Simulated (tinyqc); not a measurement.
## Impurity strength from the transmission

Problem. An infinite chain has hopping -t with t = 1 eV and site energy 0; E = -2 t cos(k) with E = 0.92 eV. One site has the energy u > 0, so T(E) = 1/[1 + u^2/(4 t^2 sin^2 k)]. Find sin^2 k and u.

T(E) = 0.98206278

Answer. sin^2 k = 1 - (E/2t)^2, and u = 2 t |sin k| sqrt(1/T(E) - 1).

sin^2 k = 0.788
u = 0.240 eV

Program tinyqc, `OMP_NUM_THREADS=1 python tinyqc.py 2660008 2660009 out.jsonl`; Intel Xeon 2.30GHz, shared host, one thread, about 0.01 s.
